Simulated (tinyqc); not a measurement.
Inside a calculation. Method: UHF in the sto-6g basis, for H4, spin multiplicity 1. One step of it, computed by the program tinyqc.

Question. Iteration 3: building the Fock matrix. J_ij = sum D_kl (ij|kl) with D = D(alpha) + D(beta), K_ij = sum D_kl (ik|jl) for each spin; F = H + J - K(s); E = tr D H + tr D J / 2 - 0.5 sum_s tr D(s) K(s) + E_nn.

D(alpha) after iteration 2, order 1H 1s, 2H 1s, 3H 1s, 4H 1s:
```
[[0.403267, 0.315848, -0.034612, -0.044065],
 [0.315848, 0.249935, 0.004837, -0.009599],
 [-0.034612, 0.004837, 0.402321, 0.315218],
 [-0.044065, -0.009599, 0.315218, 0.247690]]
```

D(beta) after iteration 2, order 1H 1s, 2H 1s, 3H 1s, 4H 1s:
```
[[0.247690, 0.315218, -0.009599, -0.044065],
 [0.315218, 0.402321, 0.004837, -0.034612],
 [-0.009599, 0.004837, 0.249935, 0.315848],
 [-0.044065, -0.034612, 0.315848, 0.403267]]
```

core Hamiltonian H = T + V (hartree), order 1H 1s, 2H 1s, 3H 1s, 4H 1s:
```
[[-1.359721, -0.993007, -0.058490, -0.011292],
 [-0.993007, -1.495043, -0.250518, -0.058490],
 [-0.058490, -0.250518, -1.495043, -0.993007],
 [-0.011292, -0.058490, -0.993007, -1.359721]]
```

Two-electron integrals (ij|kl) in chemists' order, unique and non-zero (hartree):
```
(11|11) 0.774999   (21|11) 0.354857   (21|21) 0.200777   (22|11) 0.509681
(22|21) 0.354857   (22|22) 0.774999   (31|11) 0.011590   (31|21) 0.007389
(31|22) 0.015246   (31|31) 0.000404   (32|11) 0.041083   (32|21) 0.028906
(32|22) 0.066656   (32|31) 0.001939   (32|32) 0.010107   (33|11) 0.188287
(33|21) 0.125016   (33|22) 0.276564   (33|31) 0.011590   (33|32) 0.066656
(33|33) 0.774999   (41|11) 0.001785   (41|21) 0.001150   (41|22) 0.002400
(41|31) 0.000069   (41|32) 0.000341   (41|33) 0.002400   (41|41) 0.000012
(42|11) 0.007468   (42|21) 0.005132   (42|22) 0.011590   (42|31) 0.000366
(42|32) 0.001939   (42|33) 0.015246   (42|41) 0.000069   (42|42) 0.000404
(43|11) 0.090114   (43|21) 0.058290   (43|22) 0.125016   (43|31) 0.005132
(43|32) 0.028906   (43|33) 0.354857   (43|41) 0.001150   (43|42) 0.007389
(43|43) 0.200777   (44|11) 0.142404   (44|21) 0.090114   (44|22) 0.188287
(44|31) 0.007468   (44|32) 0.041083   (44|33) 0.509681   (44|41) 0.001785
(44|42) 0.011590   (44|43) 0.354857   (44|44) 0.774999
```

nuclear repulsion = 1.96513447 hartree

Give: Coulomb J; exchange K(alpha); exchange K(beta); F(alpha); F(beta); total energy of this density.

Answer.

Coulomb J (hartree), order 1H 1s, 2H 1s, 3H 1s, 4H 1s:
```
[[1.613, 0.929, 0.046, 0.008],
 [0.929, 1.744, 0.213, 0.046],
 [0.046, 0.213, 1.744, 0.929],
 [0.008, 0.046, 0.929, 1.613]]
```

exchange K(alpha) (hartree), order 1H 1s, 2H 1s, 3H 1s, 4H 1s:
```
[[0.586, 0.455, 0.024, 0.000],
 [0.455, 0.502, 0.069, 0.028],
 [0.024, 0.069, 0.588, 0.454],
 [0.000, 0.028, 0.454, 0.496]]
```

exchange K(beta) (hartree), order 1H 1s, 2H 1s, 3H 1s, 4H 1s:
```
[[0.496, 0.454, 0.028, 0.000],
 [0.454, 0.588, 0.069, 0.024],
 [0.028, 0.069, 0.502, 0.455],
 [0.000, 0.024, 0.455, 0.586]]
```

F(alpha) (hartree), order 1H 1s, 2H 1s, 3H 1s, 4H 1s:
```
[[-0.333, -0.519, -0.037, -0.003],
 [-0.519, -0.253, -0.107, -0.041],
 [-0.037, -0.107, -0.339, -0.519],
 [-0.003, -0.041, -0.519, -0.243]]
```

F(beta) (hartree), order 1H 1s, 2H 1s, 3H 1s, 4H 1s:
```
[[-0.243, -0.519, -0.041, -0.003],
 [-0.519, -0.339, -0.107, -0.037],
 [-0.041, -0.107, -0.253, -0.519],
 [-0.003, -0.037, -0.519, -0.333]]
```

total energy of this density = -2.19112 hartree
